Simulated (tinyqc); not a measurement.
As the film thickens, and with more bath resistance: electroplating on a thin resistive seed layer: kinetics, Wagner number and the terminal effect across a wafer. Computed by tinyqc, a small Python program. Command: `OMP_NUM_THREADS=1 python tinyqc.py 3120309 3120310 out.jsonl terminal walk`. One thread of a shared host (Intel(R) Xeon(R) Processor @ 2.30GHz), about 0.03 s of CPU time with the checks.

Current enters the seed at the rim. The bath is treated as a local resistance per area (no lateral flow in the liquid), two electrons per ion, molar volume 7.11 cm^3/mol, Faraday constant F = e N_A, kinematic viscosity 0.01 cm^2/s, omega = 2 pi x rpm/60; k_B T/e is in volts.

Inputs (values chosen for the exercise, of the order of those for copper plating from an acid sulfate bath):
```
quantity                               value         unit
wafer radius R                           7.5           cm
seed thickness t                          14           nm
seed resistivity                          22  microohm cm
bath conductivity kappa                0.094         S/cm
gap to the anode h                       5.9           cm
extra resistance of a porous plate         0     ohm cm^2
exchange current density i_0            0.54      mA/cm^2
cathodic transfer coefficient alpha      0.4            -
mean current density                      17      mA/cm^2
diffusivity of the metal ion         5.9e-06       cm^2/s
metal ion concentration                 0.31        mol/L
rotation rate                             30          rpm
temperature T                            298            K
```

Constants: e = 1.602176634e-19 C; N_A = 6.02214076e+23 1/mol; k_B = 8.617333262e-05 eV/K.

Method:
- Growth rate = i V_m/(2 F). Levich limit i_L = 0.62 x 2 F D^(2/3) omega^(1/2) nu^(-1/6) c. Tafel overpotential eta = (k_B T/(alpha e)) ln(i/i_0); kinetic resistance k_B T/(alpha e i); bath resistance h/kappa + plate; R_s = resistivity/t; Wagner number = kinetic resistance x kappa/R.
- Full model: seed potential phi(r) with (1/r)(r phi')' = R_s i, where i solves phi = R_b i + (k_B T/(alpha e)) ln(i/i_0) (phi being the driving voltage left at r); phi'(0) = 0 and phi'(R) = R_s i_mean R/2. Solved by collocation to a tolerance of 1e-7.
- The film is taken as uniform, with the seed resistivity; the last column adds 100 ohm cm^2 to R_b. Extra power of that plate = i^2 x 100 ohm cm^2 x area.

sheet resistance R_s = 15.7143 ohm/square

bath resistance R_b = 62.7660 ohm cm^2

Edge over centre:
```
thickness (nm)  R_s (ohm/square)  as given  with 100 ohm cm^2 more
14                        15.714    7.9538                  2.8307
21                        10.476    4.6950                  2.0986
28                         7.857    3.4563                  1.7812
42                         5.238    2.4444                  1.4934
70                         3.143    1.7811                  1.2835
140                        1.571    1.3605                  1.1371
280                        0.786    1.1730                  1.0675
```

extra power = 5.1071 W

What does the comparison show, and why?

The ratio falls below 1.1 in none of these rows as given, and from 280 nm on with the added resistance: what counts is R_s R^2 against the sum of kinetic and bath resistance. Caution: the mean current exceeds 0.3 i_L, so depletion of metal ions, left out of the distribution, matters.
